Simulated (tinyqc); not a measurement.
Capacitance measurement on a leaky thin oxide: effects of series resistance and leakage: one step of the calculation.

The device is a capacitance C in parallel with a leakage conductance G, in series with Rs and Ls. An impedance meter reports either a parallel pair (Cp, Gp) from Y = 1/Z = Gp + i w Cp or a series pair (Cs, Rm) from Z = Rm + 1/(i w Cs); w = 2 pi f, dissipation D = Gp/(w |Cp|).

Question. True capacitance and conductance. EOT = 3.9 tox/eox; CET = EOT + zc + zp; C = 3.9 eps0 A/CET; G = Jg A/Vs.

Parameters, values chosen for the exercise; values of the order met in thin-oxide MOS capacitors:

| symbol | value | unit | meaning |
|---|---|---|---|
| eox | 7.62 |  | relative permittivity of the gate insulator (close to silicon nitride) |
| tox | 3.3 | nm | insulator thickness |
| A | 400 | um^2 | gate area |
| zc | 0.51 | nm | oxide-equivalent thickness added by the accumulation layer |
| zp | 0 | nm | oxide-equivalent thickness added by gate depletion |
| Jg | 0.043 | A/cm^2 | gate leakage current density, not matched to the thickness |
| Vs | 0.37 | V | voltage for an e-fold rise of the leakage |

Constants: eps0 = 8.8541878128e-14 F/cm where lengths are in cm. Results are converted to the units shown.

Give: EOT; CET; C; G.

Answer.

EOT = 1.689 nm
CET = 2.199 nm
C = 6.281 pF
G = 0.4649 uS

Numbers from tinyqc (`OMP_NUM_THREADS=1 python tinyqc.py 2022198 2022199 out.jsonl`; about 0.01 s on one thread of a shared Intel Xeon 2.30GHz).
